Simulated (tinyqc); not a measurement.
Plane-wave Kohn-Sham cycle with exchange-only LDA in a layered model solid, step by step. Computed by tinyqc, a small Python program that keeps every step. Settings: points = 16, plane-wave index or count = 2, electrons = 2, k points = 1, area = 17.0, mixing = 0.1, iteration cap = 65, Kerker q0 = 1.23. Command: `OMP_NUM_THREADS=1 python tinyqc.py 27575 27576 out.jsonl` (the two numbers bound the seeds that draw the settings). One thread of a shared host (Intel(R) Xeon(R) Processor @ 2.60GHz), about 0.02 s of CPU time with the checks. Later iterations appear only in the table of the cycle.

## Iteration 1: potential

A solid whose potential varies along x alone (atomic units):
```
parameter                      value
period a                    4.500000
cross-section of the cell  17.000000
electrons per cell                 2
grid points                       16
plane waves -n..n, n               2
k points                           1
V1 in V1 cos(2 pi x/a)     -0.570000
V2 in V2 cos(4 pi x/a)     -0.260000
```

density at the start, on the grid x_j = j a/N (e/bohr^3): [0.02614379, 0.02614379, 0.02614379, 0.02614379, 0.02614379, 0.02614379, 0.02614379, 0.02614379, 0.02614379, 0.02614379, 0.02614379, 0.02614379, 0.02614379, 0.02614379, 0.02614379, 0.02614379]

V_H(G) = 4 pi rho(G)/G^2 for G != 0 (uniform background); v_x = -(3 rho/pi)^(1/3); V = V_ext + V_H + v_x; Fourier components f(G_m) = (1/N) sum_j f(x_j) exp(-i G_m x_j).

Potentials on the grid (hartree):
```
x             V_ext       V_H        v_x          V
0.000000  -0.830000  0.000000  -0.292267  -1.122267
0.281250  -0.710459  0.000000  -0.292267  -1.002726
0.562500  -0.403051  0.000000  -0.292267  -0.695318
0.843750  -0.034282  0.000000  -0.292267  -0.326549
1.125000   0.260000  0.000000  -0.292267  -0.032267
1.406250   0.401977  0.000000  -0.292267   0.109710
1.687500   0.403051  0.000000  -0.292267   0.110784
1.968750   0.342764  0.000000  -0.292267   0.050496
2.250000   0.310000  0.000000  -0.292267   0.017733
2.531250   0.342764  0.000000  -0.292267   0.050496
2.812500   0.403051  0.000000  -0.292267   0.110784
3.093750   0.401977  0.000000  -0.292267   0.109710
3.375000   0.260000  0.000000  -0.292267  -0.032267
3.656250  -0.034282  0.000000  -0.292267  -0.326549
3.937500  -0.403051  0.000000  -0.292267  -0.695318
4.218750  -0.710459  0.000000  -0.292267  -1.002726
```

V(G_m), m = 0, 1, 2, ... (hartree): [-0.292267, -0.285000, -0.130000, 0.000000, 0.000000]

## Iteration 1: Hamiltonian at one k

k = 0.000000 2 pi / a

H(m,m') = (k + G_m)^2/2 delta + V(G_m - G_m'), with V(-G) = V(G).

H (hartree), order -2, -1, +0, +1, +2:
```
[[3.606836, -0.285000, -0.130000, 0.000000, 0.000000],
 [-0.285000, 0.682509, -0.285000, -0.130000, 0.000000],
 [-0.130000, -0.285000, -0.292267, -0.285000, -0.130000],
 [0.000000, -0.130000, -0.285000, 0.682509, -0.285000],
 [0.000000, 0.000000, -0.130000, -0.285000, 3.606836]]
```

## Iteration 1: levels at that k

Diagonalise the Hermitian matrix.

eigenvalues (hartree): [-0.472623, 0.701002, 0.783737, 3.635607, 3.638698]

## Iteration 1: new density

Motion across x is left out: the lowest 1 band(s) hold two electrons at each of the k points (j + 1/2)/nk - 1/2. Residual R = rho(out) - rho(in); rho(new) = rho(in) + 0.1 R, with R(G) scaled by G^2/(G^2 + 1.23^2) (Kerker). rho(out) = 2/(a A nk) sum |psi|^2 with psi = sum c exp(i G x). Harris energy E = band energy - dV sum rho (V_H/2 + v_x) + (3/4) dV sum rho v_x with rho(in), dV = a A/N, band energy = (2/nk) sum of the filled levels.

rho(out) (e/bohr^3): [0.06343832, 0.05791893, 0.04440766, 0.02938141, 0.01781334, 0.01095320, 0.00763677, 0.00632162, 0.00599647, 0.00632162, 0.00763677, 0.01095320, 0.01781334, 0.02938141, 0.04440766, 0.05791893]

density after iteration 1 (e/bohr^3): [0.02852903, 0.02811555, 0.02713301, 0.02611713, 0.02544751, 0.02516937, 0.02513138, 0.02517312, 0.02519748, 0.02517312, 0.02513138, 0.02516937, 0.02544751, 0.02611713, 0.02713301, 0.02811555]

energy per cell = -0.79911199 hartree

## Iteration 2: potential

As before.

Potentials on the grid (hartree):
```
x             V_ext        V_H        v_x          V
0.000000  -0.830000   0.011165  -0.300898  -1.119733
0.281250  -0.710459   0.010015  -0.299437  -0.999881
0.562500  -0.403051   0.006954  -0.295908  -0.692005
0.843750  -0.034282   0.002911  -0.292168  -0.323539
1.125000   0.260000  -0.001136  -0.289649  -0.030785
1.406250   0.401977  -0.004524  -0.288590   0.108863
1.687500   0.403051  -0.006963  -0.288445   0.107643
1.968750   0.342764  -0.008402  -0.288604   0.045757
2.250000   0.310000  -0.008874  -0.288697   0.012428
2.531250   0.342764  -0.008402  -0.288604   0.045757
2.812500   0.403051  -0.006963  -0.288445   0.107643
3.093750   0.401977  -0.004524  -0.288590   0.108863
3.375000   0.260000  -0.001136  -0.289649  -0.030785
3.656250  -0.034282   0.002911  -0.292168  -0.323539
3.937500  -0.403051   0.006954  -0.295908  -0.692005
4.218750  -0.710459   0.010015  -0.299437  -0.999881
```

V(G_m), m = 0, 1, 2, ... (hartree): [-0.292200, -0.282879, -0.130717, -0.000163, -0.000009]

## Iteration 2: Hamiltonian at one k

k = 0.000000 2 pi / a

As before.

H (hartree), order -2, -1, +0, +1, +2:
```
[[3.606903, -0.282879, -0.130717, -0.000163, -0.000009],
 [-0.282879, 0.682576, -0.282879, -0.130717, -0.000163],
 [-0.130717, -0.282879, -0.292200, -0.282879, -0.130717],
 [-0.000163, -0.130717, -0.282879, 0.682576, -0.282879],
 [-0.000009, -0.000163, -0.130717, -0.282879, 3.606903]]
```

## Iteration 2: levels at that k

As before.

eigenvalues (hartree): [-0.470580, 0.698624, 0.784969, 3.635236, 3.638509]

## Iteration 2: new density

As before.

rho(out) (e/bohr^3): [0.06330978, 0.05780932, 0.04434461, 0.02937023, 0.01784146, 0.01100416, 0.00769982, 0.00639146, 0.00606876, 0.00639146, 0.00769982, 0.01100416, 0.01784146, 0.02937023, 0.04434461, 0.05780932]

density after iteration 2 (e/bohr^3): [0.03074740, 0.02995404, 0.02806675, 0.02610994, 0.02481177, 0.02426265, 0.02417667, 0.02424853, 0.02429255, 0.02424853, 0.02417667, 0.02426265, 0.02481177, 0.02610994, 0.02806675, 0.02995404]

energy per cell = -0.79526627 hartree

## Convergence

Stop when sqrt(dV sum R^2) is below 1e-8, dV = a A/N.

Course of the cycle:
```
iteration  E (hartree)  norm of the residual
1          -0.79911199              1.77e-01
2          -0.79526627              1.66e-01
3          -0.79173409              1.56e-01
4          -0.78852469              1.46e-01
5          -0.78563167              1.37e-01
6          -0.78303957              1.29e-01
7          -0.78072812              1.21e-01
8          -0.77867479              1.13e-01
9          -0.77685645              1.06e-01
10         -0.77525042              9.94e-02
11         -0.77383503              9.32e-02
...                ...                   ...
55         -0.76401751              5.90e-03
56         -0.76401478              5.55e-03
57         -0.76401239              5.22e-03
58         -0.76401032              4.91e-03
59         -0.76400850              4.61e-03
60         -0.76400693              4.34e-03
61         -0.76400555              4.08e-03
62         -0.76400435              3.84e-03
63         -0.76400330              3.61e-03
64         -0.76400239              3.39e-03
65         -0.76400159              3.19e-03
```

Not converged within 65 iterations: the residual falls steadily but slowly, by a factor of about 0.94 a step. Reruns (cap 100 unless said): mixing 0.5, Kerker q0 1.0: converged in 40 (E = -0.76400); mixing 0.3, Pulay depth 5: converged in 9 (E = -0.76400); the original settings with a cap of 400: converged in 273 (E = -0.76400).
